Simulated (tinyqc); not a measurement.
Velocity against current: domain walls in a thin film with perpendicular anisotropy: Bloch, Neel and chiral walls, motion and stripe domains. Computed by tinyqc, a small Python program. Command: `OMP_NUM_THREADS=1 python tinyqc.py 3004070 3004071 out.jsonl mwall walk`. One thread of a shared host (Intel(R) Xeon(R) Processor @ 2.30GHz), about 0.01 s of CPU time with the checks.

One-dimensional wall: polar angle theta(x), azimuth phi of the moment in the wall (phi = 0 Neel, 90 degrees Bloch). mu_0 = 1.25663706212e-6 T m/A, gamma = 1.76085963023e11 rad/(s T).

Inputs (values chosen for the exercise, for a model film):

| quantity | value | unit |
|---|---|---|
| saturation magnetisation M_s | 1070 | kA/m |
| exchange stiffness A | 18 | pJ/m |
| uniaxial anisotropy K_u | 797 | kJ/m^3 |
| DMI constant D | 1.2 | mJ/m^2 |
| thickness t | 1.8 | nm |
| damping alpha | 0.2 | - |
| current density J | 0.14 | 1e12 A/m^2 |
| spin Hall angle theta_SH | 0.18 | - |

Drive: spin-orbit torque.

Constants: hbar = 1.054571817e-34 J s; e = 1.602176634e-19 C.

Method:
- K_eff = K_u - mu_0 M_s^2/2; Delta = sqrt(A/K_eff); sigma_0 = 4 sqrt(A K_eff); profile theta = 2 arctan exp(x/Delta); quality factor Q = 2 K_u/(mu_0 M_s^2).
- sigma(phi) = sigma_0 + 2 Delta K_D cos^2(phi) - pi D cos(phi), with the wall shape anisotropy K_D = N_x mu_0 M_s^2/2, N_x = t ln 2/(pi Delta). The minimum has cos(phi) = D/D_N for D < D_N = 4 Delta K_D/pi and phi = 0 beyond; sigma turns negative at D_c = (sigma_0 + 2 Delta K_D)/pi.
- Spin-orbit drive: B_SL = hbar theta_SH J/(2 e M_s t) acts as the field (pi/2) B_SL cos(phi). Steady state: v = (gamma Delta/alpha)(pi/2) B_SL cos(phi) = gamma Delta [B_D sin(phi) - (B_K/2) sin(2 phi)], B_K = 2 K_D/M_s, B_D = pi D/(2 M_s Delta); the root with phi between its rest value and 90 degrees; v saturates at v_D = gamma Delta B_D.

K_D = 18.7628 kJ/m^3

width parameter Delta = 15.2265 nm

azimuth phi = 0 degrees

saturation velocity v_D = 310.200 m/s

Steady motion:

| J (1e12 A/m^2) | B_SL (mT) | phi (degrees) | v (m/s) | v at fixed rest phi (m/s) |
|---|---|---|---|---|
| 0.02 | 0.62 | 3.427 | 12.93 | 13.0 |
| 0.05 | 1.54 | 8.480 | 32.03 | 32.4 |
| 0.10 | 3.08 | 16.405 | 62.13 | 64.8 |
| 0.20 | 6.15 | 29.559 | 112.68 | 129.5 |
| 0.50 | 15.38 | 52.068 | 199.08 | 323.8 |
| 1.00 | 30.76 | 67.099 | 252.04 | 647.7 |
| 2.00 | 61.52 | 77.395 | 282.70 | 1295.4 |
| 5.00 | 153.79 | 84.681 | 300.19 | 3238.4 |

What does the comparison show, and why?

The linear law holds to 5 % in 3 of the eight rows; in the last row v is 96.8 % of v_D = pi gamma D/(2 M_s), which depends on neither alpha nor theta_SH. Caution: pinning, heating and tilting of the wall are left out.

Extremes, crossings and ranges named in words are read from the listed rows.
